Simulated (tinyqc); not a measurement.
# Free and trapped electrons in a MOS channel with a dense trap tail: effect of the acceptor density

p-type body, charge-sheet picture, full ionisation (an idealisation for deep acceptors), Boltzmann statistics for free electrons. e = Ec - EF at the surface. Acceptor-like traps of density D(E) = D0 + De exp(-E/Ew) at depth E below Ec, from 0 to Eu, hold n_t = integral of D(E)/(1 + exp((e - E)/Vt)). psi = Eg - Vt ln(Nv/Na) - e; N_dep = sqrt(2 eps0 eps_r Na (psi - Vt)/q); n_f = sqrt(N_dep^2 + 2 eps0 eps_r Vt Nc exp(-e/Vt)/q) - N_dep; Vg = Vfb + psi + q (N_dep + n_t + n_f)/Cox, Cox = eps0 eox/tox.

Vfb is held fixed. VT is the Vg for n_f = 1e11 cm^-2; swing ln 10 n_f/(dn_f/dVg) at n_f = 1e8 cm^-2; the last three columns are for Vg = VT + 3.8 V, with free share n_f/(n_f + n_t) and field-effect mobility mf q (dn_f/dVg)/Cox; there EF is near the band edge, where Boltzmann statistics are rough.

Inputs (values chosen for the exercise); band and dielectric values close to those of 4H silicon carbide:
```
symbol,value,unit,meaning
T,250,K,temperature
Eg,3.28,eV,band gap
eps_r,9.61,,relative permittivity
Nc,1.29e19,cm^-3,conduction-band density of states at T
Nv,1.86e19,cm^-3,valence-band density of states at T
eox,3.9,,relative permittivity of the insulator
tox,48,nm,insulator thickness
Vfb,-2.92,V,flat-band voltage without trapped charge
D0,4.6e10,cm^-2 eV^-1,constant background density of acceptor-like traps
De,3.7e12,cm^-2 eV^-1,density of the tail at the conduction edge
Ew,0.07,eV,decay energy of the tail
Eu,0.53,eV,depth below Ec down to which the traps reach
mf,110,cm^2/(V s),mobility of free electrons
```

Constants: q = 1.602176634e-19 C, kB = 1.380649e-23 J/K, Vt = kB T/q, eps0 = 8.8541878128e-14 F/cm where lengths are in cm. Results are converted to the units shown.

Results:
```
Na (cm^-3),e at VT (eV),VT (V),q n_t/Cox at VT (V),swing (mV/decade),n_f (cm^-2),free share (%),field-effect mobility (cm^2/(V s))
1e15,0.08992,0.9040,0.2284,73.47,1.620e12,86.88,105.6
2e15,0.08382,1.107,0.2448,76.52,1.627e12,86.83,105.8
6e15,0.07344,1.587,0.2753,83.00,1.637e12,86.70,106.2
1e16,0.06839,1.907,0.2914,86.97,1.641e12,86.62,106.5
3e16,0.05719,2.917,0.3298,98.54,1.651e12,86.43,106.9
2e17,0.03719,6.590,0.4055,135.5,1.662e12,86.06,107.5
5e17,0.02737,10.04,0.4440,167.4,1.662e12,85.88,107.5
```

Estimate the missing row, Na = 8e16 cm^-3.

Computed row:
```
Na (cm^-3),e at VT (eV),VT (V),q n_t/Cox at VT (V),swing (mV/decade),n_f (cm^-2),free share (%),field-effect mobility (cm^2/(V s))
8e16,0.04692,4.397,0.3678,114.0,1.658e12,86.24,107.3
```

With this row back in the table: As Na goes from 1e15 to 5e17, VT rises from 0.904 to 10.0 V, its part due to traps rises from 0.228 to 0.444 V, the swing rises from 73.5 to 167 mV/decade and the field-effect mobility rises from 106 to 108 cm^2/(V s). Most of the rise of VT is depletion charge; the trap part grows since the same n_f needs EF nearer the band edge at heavier doping. For Na = 2e17, 5e17 e is under 2 Vt already at VT, so VT too is rough.

Computed by the program tinyqc: `OMP_NUM_THREADS=1 python tinyqc.py 2222076 2222077 out.jsonl`, one thread of a shared Intel Xeon 2.30GHz, about 0.02 s for the whole run.
